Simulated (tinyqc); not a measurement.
Interdiffusion of a quantum well during annealing: blurred potential and shift of the confined levels: one step, computed by the program tinyqc. Command: `OMP_NUM_THREADS=1 python tinyqc.py 3018988 3018989 out.jsonl qwi walk`. One thread of a shared host (Intel(R) Xeon(R) Processor @ 2.30GHz), about 0.06 s of CPU time with the checks.

A square well of width w is blurred by Fick diffusion with a constant coefficient; band offsets are linear in composition, masses are uniform, and strain and excitons are ignored.

Task: Diffusion length. D = D0 exp(-E/(k_B T)); L = sqrt(D t); share of well material at the centre erf(w/(4L)); 1 nm = 1e-7 cm. Temperatures in kelvin are T(C) + 273.15.

Inputs (values chosen for the exercise, modelled on GaAs in AlGaAs):
```
quantity              value    unit
well width w            4.3      nm
prefactor D0            3.2  cm^2/s
activation energy E    3.69      eV
anneal temperature T    890       C
anneal time t            19       s
```

Constants: k_B = 8.617333262e-05 eV/K.

Give: diffusivity D; diffusion length L; ratio L/w; share at the centre.

Result:

diffusivity D = 3.287e-16 cm^2/s

diffusion length L = 0.7903 nm

ratio L/w = 0.1838

share at the centre = 0.9456
